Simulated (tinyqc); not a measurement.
What each parameter does: sp3s* tight binding with spin-orbit coupling.

sp3s* tight binding, nearest neighbours only: anion (a) at 0, cation (c) at a/4 (1,1,1), orbitals s, px, py, pz, s* on each; k in units of 2 pi/a. With phases e_j = exp(i (pi/2) k.n_j) for n = (1,1,1), (1,-1,-1), (-1,1,-1), (-1,-1,1): g0 = (e1+e2+e3+e4)/4, g1 = (e1+e2-e3-e4)/4, g2 = (e1-e2+e3-e4)/4, g3 = (e1-e2-e3+e4)/4. The diagonal holds the levels Esa, Epa, Exa (s*) and Esc, Epc, Exc. Anion-cation block: <sa|sc> = Vss g0; <sa|xc> = Vsapc g1; <xa|sc> = -Vscpa g1; <xa|xc> = Vxx g0; <xa|yc> = <ya|xc> = Vxy g3, <xa|zc> = <za|xc> = Vxy g2, <ya|zc> = <za|yc> = Vxy g1; <s*a|xc> = Vxapc g1; <xa|s*c> = -Vpaxc g1; y and z take g2 and g3 in place of g1; s-s* and s*-s* vanish.

Spin-orbit coupling acts within the p shell of each atom as (D/3) L.sigma, D = Da or Dc: it puts four states at Ep + D/3 and two at Ep - 2D/3.

Inputs chosen for the exercise (near a published set for SiC, fitted to gaps, whose masses and valley positions are rough; spin-orbit coupling, where it is added without a refit, lifts the valence top and shrinks all gaps by about a third of the splitting; shifted at random, so the results belong to these values and not to a real crystal):
- Esa = -8.457 eV (s level of the anion)
- Epa = 2.126 eV (p level of the anion)
- Esc = -4.843 eV (s level of the cation)
- Epc = 4.337 eV (p level of the cation)
- Exa = 9.625 eV (s* level of the anion)
- Exc = 9.298 eV (s* level of the cation)
- Vss = -12.403 eV (s-s)
- Vxx = 3.044 eV (px-px)
- Vxy = 5.92 eV (px-py)
- Vsapc = 9.506 eV (s anion, p cation)
- Vscpa = 9.198 eV (s cation, p anion)
- Vxapc = 8.691 eV (s* anion, p cation)
- Vpaxc = 4.398 eV (p anion, s* cation)
- Da = 0.006 eV (atomic spin-orbit splitting, anion)
- Dc = 0.042 eV (the same, cation)

Gaps from the top of the valence band at Gamma; Delta is the minimum on (x,0,0), 0.5 <= x <= 1.

Results for these values:
```
case  Ev (eV)  gap Gamma (eV)  gap Delta (eV)  gap L (eV)
base  -0.0011          5.8850          2.3405      3.5629
```

What happens to each result for Vsapc = 9.206 eV, all else kept?

Answer: Ev does not change at the printed digits; gap Gamma does not change at the printed digits; gap Delta falls from 2.3405 to 2.1743; gap L falls from 3.5629 to 3.4327.

The same for each parameter in turn:
```
case              Ev (eV)  gap Gamma (eV)  gap Delta (eV)  gap L (eV)
base              -0.0011          5.8850          2.3405      3.5629
Epc = 4.537 eV     0.0633          5.8207          2.3385      3.5534
Vxx = 2.744 eV     0.2789          5.6050          2.0604      3.3030
Vss = -12.103 eV  -0.0011          5.5882          2.3405      3.5304
Exc = 9.098 eV    -0.0011          5.8850          2.3405      3.5612
Vsapc = 9.206 eV  -0.0011          5.8850          2.1743      3.4327
Vxapc = 8.991 eV  -0.0011          5.8850          2.1178      3.3861
```

Exc, Vsapc and Vxapc cannot move Ev or the gap at Gamma, whose blocks do not hold them; s parameters never move Ev, and move the gap only where the lowest empty level at Gamma is s-like.

Program tinyqc; command `OMP_NUM_THREADS=1 python tinyqc.py 1482472 1482473 out.jsonl`; about 0.1 s on one thread of a shared Intel(R) Xeon(R) Processor @ 2.30GHz.
